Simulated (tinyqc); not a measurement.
Signal and retention of a DRAM cell: two steps of the calculation.

A stored one starts at Vd and leaks: Cs dV/dt = -I(V), I = a sqrt((V + Vb)/(Vd + Vb)) + b, with a = Ig exp[-(Eg1 q/kB)(1/T - 1/T0)] (generation in a depletion layer) and b = Is exp[-(Es q/kB)(1/T - 1/T0)]. The bit line is precharged to Vd/2, and charge sharing gives the signal (V - Vd/2) Cs/(Cs + Cb).

Inputs (values chosen for the exercise): array voltage Vd = 1.1 V; cell capacitance Cs = 15 fF; bit-line capacitance Cb = 82 fF; smallest signal that the sense amplifier resolves dm = 57 mV; deviation of ln(retention time) over the cells sg = 0.55; cells Nc = 4.29e9; refresh interval tr = 64 ms.

Constants: q = 1.602176634e-19 C. Results are converted to the units shown.

Task 1. Signal and margin. The cell fails below Vc = Vd/2 + dm (Cs + Cb)/Cs.

Give: transfer ratio; signal of a fresh one; Vc; charge that may be lost; the same in electrons.

Result 1.

transfer ratio = 0.1546
signal of a fresh one = 85.05 mV
Vc = 0.9186 V
charge that may be lost = 2.721 fC
the same in electrons = 1.698e4

Task 2. Failing cells. This time is the median of a log-normal spread: failing cells = Nc erfc(z/sqrt 2)/2, z = ln(t/tr)/sg. One failure is expected at the interval where that count equals 1.

retention time = 3.2850802 s

Find: z; failing cells; interval for one failure.

Result 2.

z = 7.160
failing cells = 0.001724
interval for one failure = 106.8 ms

The weakest cell of the array lies about 6.23 deviations out, a factor of 30.8 below the median; the chosen interval is shorter than that time.

Range of the model: Real arrays also hold a tail of unusually leaky cells and cells whose retention varies in time, which this model lacks.

tinyqc, about 0.01 s, one thread, Intel Xeon 2.30GHz (shared host): `OMP_NUM_THREADS=1 python tinyqc.py 2130115 2130116 out.jsonl`
